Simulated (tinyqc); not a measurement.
Contact radius against thickness: four-point probe, van der Pauw, Hall and spreading-resistance readings of a semiconductor layer. Computed by tinyqc, a small Python program. Command: `OMP_NUM_THREADS=1 python tinyqc.py 3111677 3111678 out.jsonl probe walk`. One thread of a shared host (Intel(R) Xeon(R) Processor @ 2.30GHz), about 0.01 s of CPU time with the checks.

The layer is uniform and ohmic; contacts are points unless a radius is given.

Inputs (values chosen for the exercise, modelled on n-type silicon): carrier density n = 2.5e+16 1/cm^3; drift mobility mu = 1160 cm^2/(V s); layer thickness t = 1900 micrometre.

Backing of the layer: conducting.

Constants: e = 1.602176634e-19 C.

Method:
- rho = 1/(e n mu); R_s = rho/t.
- Flat disc contact with the current density of a half-space: R = (rho/(4 a)) c, c = (4/pi) int_0^infinity K(x t/a) sin(x) J1(x)/x^2 dx for a conducting backing, K = tanh, with the voltage averaged over the disc; c tends to 1 for t >> a.
- Compared with (2/pi) arctan(2 t/a) and with the column value 4 t/(pi a).

resistivity rho = 0.215224 ohm cm

At the given t:

| t/a | c | arctan form | column form | R (ohm) |
|---|---|---|---|---|
| 0.1 | 0.10891 | 0.12567 | 1.2732e-01 | 3.0842e-03 |
| 0.2 | 0.20149 | 0.24224 | 2.5465e-01 | 1.1412e-02 |
| 0.5 | 0.41490 | 0.50000 | 6.3662e-01 | 5.8748e-02 |
| 1.0 | 0.62068 | 0.70483 | 1.2732e+00 | 1.7577e-01 |
| 2.0 | 0.78894 | 0.84404 | 2.5465e+00 | 4.4684e-01 |
| 5.0 | 0.91241 | 0.93655 | 6.3662e+00 | 1.2919e+00 |
| 10.0 | 0.95596 | 0.96820 | 1.2732e+01 | 2.7072e+00 |
| 30.0 | 0.98529 | 0.98939 | 3.8197e+01 | 8.3708e+00 |

The arctan form misses c by at most about 21 % over these rows; the column form is off by +17 % at t/a = 0.1 and by +105 % at t/a = 1, where the current spreads beyond the disc.
